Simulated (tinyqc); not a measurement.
# Changing the lattice temperature T

Model: hot carriers by balance equations with a heated Maxwellian. Computed by tinyqc, a small Python program. Command: `OMP_NUM_THREADS=1 python tinyqc.py 3005368 3005369 out.jsonl hot sweep`. One thread of a shared host (Intel(R) Xeon(R) Processor @ 2.30GHz), about 0.06 s of CPU time with the checks.

The carriers follow a Maxwellian at an electron temperature T_e, slightly displaced; the drift energy is neglected against k_B T_e. The balance averages the rate, not the time, so mu_0 lies below the relaxation-time value.

Inputs (values chosen for the exercise, modelled on electrons in silicon):
```
quantity                                          value       unit
effective mass m                                  0.318        m_0
density rho                                        2329     kg/m^3
sound velocity v_l                                 8910        m/s
acoustic deformation potential D_A                  8.6         eV
phonon energy hbar w                               61.6        meV
optical or intervalley deformation potential D_o    4.9  1e8 eV/cm
final valleys Z_f                                     5          -
electric field F                                    2.7      kV/cm
mixing                                              0.2          -
iteration cap                                       300          -
```

Band: parabolic. Solver: damped fixed point.

Constants: k_B = 8.617333262e-05 eV/K; k_B = 1.380649e-23 J/K; e = 1.602176634e-19 C; hbar = 1.054571817e-34 J s; m_0 = 9.1093837015e-31 kg; hbar = 6.582119569e-16 eV s.

Method:
- Parabolic band: E = hbar^2 k^2/(2 m), speed v = hbar k/m, states per spin, volume and energy g(E) = m k/(2 pi^2 hbar^2). Masses are multiplied by m_0 and all formulas are in SI units.
- Phonon occupation N_q = 1/(exp(hbar w/(k_B T)) - 1).
- Acoustic deformation potential (elastic, equipartition, absorption and emission together): 1/tau = 2 pi k_B T D_A^2 g(E)/(hbar rho v_l^2).
- Optical or intervalley deformation potential: 1/tau = (pi Z_f D_o^2/(rho w)) [N_q g(E + hbar w) + (N_q + 1) g(E - hbar w)], with g = 0 below the band edge.
- Averages over the Maxwellian, <y> = int y x^(1/2) exp(-x) dx / int x^(1/2) exp(-x) dx with x = E/(k_B T_e), split at x_0 = hbar w/(k_B T_e): 64 Gauss-Legendre points in sqrt(x) below it and 128 in sqrt(x - x_0) above it, up to x = 32. Momentum balance: mu(T_e) = e/(m nu), nu = <x (sum of rates)>/<x>. Power lost per carrier: P(T_e) = hbar w <emission rate - absorption rate> + <(2 m v_l^2/(k_B T)) (E - 2 k_B T) acoustic rate>.
- Energy relaxation time at weak heating: tau_E = (3/2) k_B / (dP/dT_e), the derivative by a central difference of +/- 0.5 K at T_e = T.
- Fixed point: T_out = T + (T_e - T) e mu(T_e) F^2/P(T_e), T_new = T_e + mixing (T_out - T_e).
- Start at T_e = 1.5 T; stop when T_e moves by less than 1e-6 K or exceeds 1e6 K.
- v = mu(T_e) F; warm-carrier coefficient (mu/mu_0 - 1)/F^2.

One run for each value; columns: (1) lattice temperature T (K); (2) drift velocity (1e7 cm/s); (3) low-field mobility mu_0 (cm^2/(V s)); (4) electron temperature T_e (K); (5) energy relaxation time tau_E (ps):
```
(1)     (2)    (3)    (4)    (5)
80   0.8880  16935  272.8  22.13
110  0.8094   9805  266.1   4.69
140  0.7251   6104  262.7   1.91
190  0.5726   3200  268.2   0.89
250  0.4087   1804  295.2   0.58
340  0.2521    990  363.0   0.44
450  0.1578    597  463.1   0.40
600  0.0982    367  607.9   0.39
```

Over the rows, drift velocity (1e7 cm/s) falls from 0.888 to 0.0982 (exponent d ln y / d ln x -0.29 between the first rows and -1.6 between the last); low-field mobility mu_0 (cm^2/(V s)) falls from 16900 to 367 (exponent d ln y / d ln x between -2.1 and -1.7); electron temperature T_e (K) goes from 273 through a minimum among these rows, 263 at 140, to 608. mu_0 changes by a factor 46.1 over the table and the drift velocity at this field by 9.04: hot carriers care less about the lattice temperature.

Caution (rows 80.0, 110, 140, 190, 250, 340): the drift energy m v^2/2 is not small against the heating (3/2) k_B (T_e - T), so T_e - T is rough.

Extremes, crossings and ranges named in words are read from the listed rows.
